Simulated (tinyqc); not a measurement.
Surface segregation during layer-by-layer epitaxy: two-layer exchange kinetics and the shape of quantum wells and delta layers: one step, computed by the program tinyqc.

Atoms A and B exchange only between the growing layer and the one below it. B is supplied for N layers, then pure A follows.

Task: The second layer. Each layer is deposited complete with B share x_dep and then exchanges for the time tau = 1/G with the layer below, whose share is b (total c = s + b fixed): ds/dt = p1 b (1 - s) - p2 s (1 - b), s(0) = x_dep. With the roots s1 < s2 of the right side, (s - s1)/(s - s2) = [(s(0) - s1)/(s(0) - s2)] exp(-(p1 - p2)(s2 - s1) tau). The lower layer is then buried with c - s, and s becomes the b of the next layer. Layer 1 is deposited on pure A with share x0; with nothing to lift from below, take b = 0 and s(0) = x0 for it. Then layer 2 has x_dep = x0.

Inputs (values chosen for the exercise, close to those used for antimony in silicon):
```
quantity,value,unit
growth rate G,0.71,layers/s
share x0 of B in the flux during the well,0.055,-
layers in the well N,6,-
temperature T,410,C
```

p1 = 0.1727160 1/s

p2 = 2.335275e-06 1/s

Give: share in layer 1 after its exchange; root s1 for layer 2; root s2 for layer 2; share in layer 2 after its exchange; share buried in layer 1.

Result:

share in layer 1 after its exchange = 0.05500

root s1 for layer 2 = 0.1100

root s2 for layer 2 = 1.000

share in layer 2 after its exchange = 0.06623

share buried in layer 1 = 0.04377
